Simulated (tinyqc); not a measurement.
Schottky barrier on an n-type semiconductor with a doping step, non-linear Poisson equation by Newton steps: Capacitance-voltage profiling.

One dimension, metal at x = 0, donor density C(x) = N1 for x < x1 and Nd beyond. Energies are counted from the electron Fermi level of the semiconductor and the conduction-band edge is Ec = -psi, so n = Nc exp(psi/Vt); holes follow the Fermi level of the metal, at -V, so p = Nv exp((V - psi - Eg)/Vt). Ends: psi(0) = V - phiB and psi = Vt ln(Nd/Nc) deep inside. Boltzmann statistics, full ionisation, no current, no image force in the Poisson equation.

The Poisson equation d/dx(eps0 eps_r dpsi/dx) = -q (p - n + C) is solved on a mesh of about 1000 nodes or more that ends in neutral material. C_s = q d/dV of the integral of n over x, from the linearised equation. Probed depth w = eps0 eps_r/C_s; apparent doping N_app = C_s^3/(q eps0 eps_r dC_s/dV), the derivative by central differences over +/- 0.02 V.

Values chosen for this exercise; band and dielectric values close to those of germanium:

| symbol | value | unit | meaning |
|---|---|---|---|
| T | 250 | K | temperature |
| Eg | 0.652 | eV | band gap |
| eps_r | 15.9 |  | relative permittivity |
| Nc | 8.06e18 | cm^-3 | conduction-band density of states at T |
| Nv | 4.61e18 | cm^-3 | valence-band density of states at T |
| Nd | 8.9e16 | cm^-3 | donor density deep in the semiconductor |
| phiB | 0.35 | eV | barrier height |
| x1 | 64 | nm | depth of the doping step |
| N1 | 4.4e17 | cm^-3 | donor density above the step |

Constants: q = 1.602176634e-19 C, kB = 1.380649e-23 J/K, Vt = kB T/q, eps0 = 8.8541878128e-14 F/cm where lengths are in cm. Results are converted to the units shown.

Result of one run:
```
V (V)  C_s (nF/cm^2)  w (nm)  N_app (cm^-3)  true C(w) (cm^-3)  |E_0| (kV/cm)
-0.22            318    44.3        4.21e17            4.40e17            220
```

What becomes of these results when the bias of the metal against the semiconductor V is changed from -0.22 to -0.89 V, all else the same?

Result of the changed run:
```
V (V)  C_s (nF/cm^2)  w (nm)  N_app (cm^-3)  true C(w) (cm^-3)  |E_0| (kV/cm)
-0.89            174    80.9        1.24e17            8.90e16            334
```

The whole series:
```
V (V)  C_s (nF/cm^2)  w (nm)  N_app (cm^-3)  true C(w) (cm^-3)  |E_0| (kV/cm)
0                432    32.6        4.35e17            4.40e17            163
-0.22            318    44.3        4.21e17            4.40e17            220
-0.44            260    54.1        3.67e17            4.40e17            265
-0.67            216    65.3        2.39e17            8.90e16            304
-0.89            174    80.9        1.24e17            8.90e16            334
-1.11            138     102        9.12e16            8.90e16            359
-1.33            116     121        8.90e16            8.90e16            378
-1.56            102     139        8.90e16            8.90e16            396
-1.78           91.7     154        8.90e16            8.90e16            411
-2              84.3     167        8.90e16            8.90e16            425
```

C_s falls from 432 to 84.3 nF/cm^2 while the probed depth goes from 32.6 to 167 nm. The apparent doping falls from 4.35e17 to 8.90e16 cm^-3. It departs most from the true doping at that depth for V = -0.67 V, where it is 2.69 times it; the method senses the electrons at the edge of the depleted layer, which are smeared over a few Debye lengths (LD = 15 nm at Nd), so it cannot follow a doping that changes on that scale.

Numbers from tinyqc (`OMP_NUM_THREADS=1 python tinyqc.py 2020056 2020057 out.jsonl`; about 0.09 s on one thread of a shared Intel Xeon 2.30GHz).
